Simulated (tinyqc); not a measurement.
Field-effect mobility of a thin-film transistor with band-tail and deep states (multiple trapping): one step, computed by the program tinyqc.

A thick film in accumulation at small drain voltage. Only free electrons move; trapped ones still screen the gate. N_c and mu_0 are held fixed when T changes, leaving out the T^(3/2) growth of N_c. x = E_0 - psi is the distance of the Fermi level below the band edge.

Problem. Free and trapped densities. F_j(eta) = int_0^infinity x^j/(1 + exp(x - eta)) dx, without a gamma-function factor. Integrals over x = E/(k_B T) use 160 Gauss-Legendre points in u = sqrt(x) from 0 to sqrt(max(eta, 0) + 32). Free n(x) = N_c (2/sqrt(pi)) F_1/2(-x/k_B T), with F_1/2 from its two-term series in exp(-x/k_B T) for x >= 12 k_B T; tail n_t(x) = int_0^1.2eV g_t exp(-E/E_t)/(1 + exp((x - E)/k_B T)) dE, E counted down from the edge, 120 Gauss-Legendre points; deep charge g_d psi; space charge rho(psi) = n + n_t + g_d psi less its value at psi = 0.

Inputs (values chosen for the exercise, modelled on polycrystalline silicon):

| quantity | value | unit |
|---|---|---|
| effective density of states N_c | 2.8e+19 | 1/cm^3 |
| tail density at the edge g_t | 8.3e+20 | 1/(eV cm^3) |
| tail width E_t | 34 | meV |
| temperature T | 300 | K |

Deep states: included.

Constants: k_B = 8.617333262e-05 eV/K.

Give: Local densities at x = 0.4, 0.3, 0.2, 0.15, 0.1, 0.05, 0 and -0.05 eV.

Solution.

Local densities at x = 0.4, 0.3, 0.2, 0.15, 0.1, 0.05, 0 and -0.05 eV:

| x (eV) | n (1/cm^3) | n_t (1/cm^3) | n/(n + n_t) |
|---|---|---|---|
| 0.40 | 5.339e+12 | 7.494e+14 | 0.0071 |
| 0.30 | 2.555e+14 | 1.370e+16 | 0.0183 |
| 0.20 | 1.222e+16 | 2.358e+17 | 0.0493 |
| 0.15 | 8.449e+16 | 9.260e+17 | 0.0836 |
| 0.10 | 5.808e+17 | 3.342e+18 | 0.1480 |
| 0.05 | 3.856e+18 | 1.005e+19 | 0.2773 |
| 0.00 | 2.142e+19 | 2.058e+19 | 0.5100 |
| -0.05 | 7.639e+19 | 2.660e+19 | 0.7417 |

E_t/k_B T = 1.32: deep in the tail n_t follows exp(-x/E_t), more slowly than n, so the free share grows as the Fermi level rises.
